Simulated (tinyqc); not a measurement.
Threshold-voltage variability of a planar MOSFET, analytic estimates: one step of the calculation.

Three independent sources add in quadrature: random dopants in the depleted layer, metal-gate grains of two orientations, and roughness of the two gate edges acting through the roll-off VT = VT(long) - Vr exp(-L/l). These are first-order estimates: no three-dimensional electrostatics, no percolation.

Problem. Margin in standard deviations for the wanted yield. Cells fail independently with probability Q(k) = erfc(k/sqrt(2))/2 when the margin is k standard deviations, and Y = exp(-Nb Q(k)). phi = exp(-k^2/2)/sqrt(2 pi). Newton steps on Q(k) + ln(Y)/Nb = 0: k(new) = k + (Q + ln(Y)/Nb)/phi.

Inputs (values chosen for the exercise):
- Nb = 33554432 (number of cells)
- Y = 0.999 (wanted yield)

k after iteration 1 = 2.4213692

Wanted: Q(k); phi; k after iteration 2.

Solution.

Q(k) = 0.007731
phi = 0.02127
k after iteration 2 = 2.785

Numbers from tinyqc (`OMP_NUM_THREADS=1 python tinyqc.py 2090075 2090076 out.jsonl`; about 0.01 s on one thread of a shared Intel Xeon 2.30GHz).
